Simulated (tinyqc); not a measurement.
Tight binding, honeycomb lattice, step by step. Computed by tinyqc, a small Python program that keeps every step. Settings: t1 = 2.13, t2 = 0.22, phi = 1.94, delta = 0, points = 7. Command: `OMP_NUM_THREADS=1 python tinyqc.py 25893 25894 out.jsonl` (the two numbers bound the seeds that draw the settings). One thread of a shared host (Intel(R) Xeon(R) Processor @ 2.60GHz), about 0.01 s of CPU time with the checks.

## Bloch Hamiltonian at k

Parameters chosen for this model:
```
parameter     value                        unit
t1         2.130000                 eV, nearest
t2         0.220000       eV, second neighbours
phi        1.940000  rad, phase of t2 (Haldane)
delta             0          eV, +/- on A and B
```

k point k (fractions of the reciprocal vectors): [-0.26000, -0.17000]

H_AB = -t1 (1 + exp(-i k.a1) + exp(-i k.a2)); H_AA = delta - 2 t2 sum cos(k.b + phi), H_BB = -delta - 2 t2 sum cos(k.b - phi), b = a1, a2 - a1, -a2.

H(k) at k (eV), order A, B:
$$\begin{pmatrix}
0.37052 & -3.02239-3.99233i \\
-3.02239+3.99233i & 0.03066
\end{pmatrix}$$

## Levels at k

Diagonalise the Hermitian matrix.

eigenvalues (eV): [-4.80964, 5.21082]

weights |c|^2 of the basis functions, order A, B:
$$\begin{pmatrix}
0.48304 & 0.51696 \\
0.51696 & 0.48304
\end{pmatrix}$$

## Bloch Hamiltonian at K

k point K (fractions of the reciprocal vectors): [0.33333, 0.66667]

As before.

H(k) at K (eV), order A, B:
$$\begin{pmatrix}
0.82795 & 0.00000 \\
0.00000 & -1.30430
\end{pmatrix}$$

## Levels at K

As before.

eigenvalues (eV): [-1.30430, 0.82795]

weights |c|^2 of the basis functions, order A, B:
$$\begin{pmatrix}
0.00000 & 1.00000 \\
1.00000 & 0.00000
\end{pmatrix}$$

## Bands along a path

The same steps at evenly spaced points between the labelled ones.

Bands along the path (eV):
```
k            band 1   band 2
G          -5.91365  6.86635
G-K 0.33   -5.12392  5.66561
G-K 0.67   -3.04050  2.85237
K          -1.30430  0.82795
K-M 0.33   -1.68282  1.25143
K-M 0.67   -2.12740  1.77384
M          -2.28878  1.97122
M-K' 0.33  -2.12740  1.77384
M-K' 0.67  -1.68282  1.25143
K'         -1.30430  0.82795
```

With 1 band(s) filled, the highest filled level on these points lies at K' and the lowest empty one at K': a gap of 2.1322 eV, direct.

## Chern number of the lower band

On a 7 x 7 mesh, the phase of the product of overlaps around each plaquette (k1 then k2); the sum over 2 pi is an integer.

plaquette phases (rad):
$$\begin{pmatrix}
0.00000 & -0.00138 & -0.01763 & -0.13572 & -0.01607 & 0.02065 & 0.00736 \\
-0.00138 & -0.01748 & -0.04341 & -0.22020 & -0.23125 & 0.04403 & 0.02065 \\
-0.01763 & -0.04341 & -0.09403 & -0.30608 & -1.01261 & -0.23125 & -0.01607 \\
-0.13572 & -0.22020 & -0.30608 & -0.33333 & -0.30608 & -0.22020 & -0.13572 \\
-0.01607 & -0.23125 & -1.01261 & -0.30608 & -0.09403 & -0.04341 & -0.01763 \\
0.02065 & 0.04403 & -0.23125 & -0.22020 & -0.04341 & -0.01748 & -0.00138 \\
0.00736 & 0.02065 & -0.01607 & -0.13572 & -0.01763 & -0.00138 & 0.00000
\end{pmatrix}$$

Chern number = -1.00000
